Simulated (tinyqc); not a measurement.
Van der Pauw, Hall and four-point-probe measurements on a doped layer: correction factor against the shape of the sample.

A uniform n-type layer with sheet resistance Rs = 1/(q ns mu), point contacts, low field (mu B small).

Rs = 1/(q ns mu). For a rectangle with contacts at the corners, RA = (8 Rs/pi) sum_(k>=0) ln coth((2k + 1) pi a/(2 b)) with current along a short side b and voltage along the opposite one, RB the same with a and b exchanged. ar = a/b. F = Rs/[(pi/ln 2)(RA + RB)/2]; small-asymmetry estimate 1 - (ln 2/2) d^2 - ((ln 2)^2/4 - (ln 2)^3/12) d^4 with d = (RB - RA)/(RB + RA).

Inputs (values chosen for the exercise):
- ns = 5.6e11 cm^-2 (sheet density of the layer)
- mu = 78 cm^2/(V s) (drift mobility)

Constants: q = 1.602176634e-19 C. Results are converted to the units shown.

Correction factor against the shape of the sample:
```
ar    RA (ohm)  RB (ohm)    RB/RA       F  estimate of F
1      3.153e4   3.153e4    1.000   1.000          1.000
1.34   1.081e4   7.065e4    6.536  0.7740         0.7861
1.69      3599   1.172e5    32.55  0.5221         0.6213
2.03      1237   1.646e5    133.1  0.3803         0.5767
2.37     425.0   2.128e5    500.6  0.2958         0.5653
2.71     146.1   2.612e5     1788  0.2413         0.5623
3.06     48.64   3.112e5     6397  0.2026         0.5614
3.4      16.71   3.597e5  2.152e4  0.1753         0.5612
```

RB/RA rises from 1.00 to 21500 and F falls from 1.00 to 0.175. The estimate is 19 % above F at a/b = 1.69 and 3.20 times it in the last row. RA shrinks about as exp(-pi a/b): by a factor of 2.91 between the last two rows, against 2.91.

Computed by the program tinyqc: `OMP_NUM_THREADS=1 python tinyqc.py 2850107 2850108 out.jsonl`, one thread of a shared Intel Xeon 2.30GHz, about 0.04 s for the whole run.
